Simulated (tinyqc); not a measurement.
## Impurity strength from the transmission

Problem. An infinite chain has hopping -t with t = 1 eV and site energy 0; E = -2 t cos(k) with E = -1.1 eV. One site has the energy u > 0, so T(E) = 1/[1 + u^2/(4 t^2 sin^2 k)]. Find sin^2 k and u.

T(E) = 0.31206657

Solution. sin^2 k = 1 - (E/2t)^2, and u = 2 t |sin k| sqrt(1/T(E) - 1).

sin^2 k = 0.6975
u = 2.480 eV

Computed by the program tinyqc: `OMP_NUM_THREADS=1 python tinyqc.py 2660125 2660126 out.jsonl`, one thread of a shared Intel Xeon 2.30GHz, about 0.02 s for the whole run.
